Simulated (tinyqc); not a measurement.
Strained quantum well: band edges, subbands and transparency: one step. Subband edges. Two cases, with inputs chosen for the exercise.

Question. Up to three electron, four HH and two LH levels, on the common energy scale, with their masses in the plane.

Masses along z: me, 1/(g1 - 2 g2) for HH, 1/(g1 + 2 g2) for LH, likewise in the barrier; in the plane me, 1/(g1 + g2) for HH and 1/(g1 - g2) for LH (no mixing, which understates the hole masses away from k = 0). Level n solves k L + 2 atan[(k/m)/(kappa/mb)] = n pi, k = sqrt(m E/c), kappa = sqrt(mb (V - E)/c), c = hbar^2/2m0.

Constants: hbar^2/2m0 = 3.80998211 eV angstrom^2; hc = 1239.841984 eV nm.

Case 1.

Values chosen (near those of an InGaAs/InP well; the results hold for these values, not for the real material): L = 86 angstrom (well width); me = 0.0379 m0 (electron mass); g1 = 15.57 (gamma1); g2 = 6.31 (gamma2); meb = 0.08 m0; g1b = 5.08; g2b = 1.6.

Ec, E_HH, E_LH (eV): 0.065280  -0.552663  -0.616847

depths for e, HH, LH (eV): 0.342720  0.387337  0.323153

Case 2.

Values chosen (near those of an InGaAs/AlGaAs well; the results hold for these values, not for the real material): L = 66 angstrom (well width); me = 0.0611 m0 (electron mass); g1 = 8.54 (gamma1); g2 = 2.83 (gamma2); meb = 0.084 m0; g1b = 6.3; g2b = 1.8.

Ec, E_HH, E_LH (eV): 0.531290  -0.752595  -0.817929

depths for e, HH, LH (eV): 0.239710  0.152405  0.087071

Give: Subbands; lowest transition; wavelength hc/E.

Answer.

Case 1.

Subbands:
```
level,E (eV),m in the plane
e1,0.1202,0.0379
e2,0.2901,0.0379
hh1,-0.5639,0.0457
hh2,-0.5975,0.0457
hh3,-0.6535,0.0457
lh1,-0.6652,0.1080
hh4,-0.7315,0.0457
lh2,-0.8339,0.1080
```

lowest transition = 0.6841 eV
wavelength hc/E = 1812.4 nm

The top hole level is hh1, so the edge is mainly TE polarised; hh2 lies 34 meV lower.

Case 2.

Subbands:
```
level,E (eV),m in the plane
e1,0.5878,0.0611
e2,0.7379,0.0611
hh1,-0.7680,0.0880
hh2,-0.8129,0.0880
lh1,-0.8511,0.1751
hh3,-0.8796,0.0880
```

lowest transition = 1.3558 eV
wavelength hc/E = 914.5 nm

The top hole level is hh1, so the edge is mainly TE polarised; hh2 lies 45 meV lower.

Computed by tinyqc, one run a case: `OMP_NUM_THREADS=1 python tinyqc.py N N+1 out.jsonl` with N = 1281998, 1282008; one thread of a shared Intel(R) Xeon(R) Processor @ 2.30GHz, about 0.01 s a run at most.
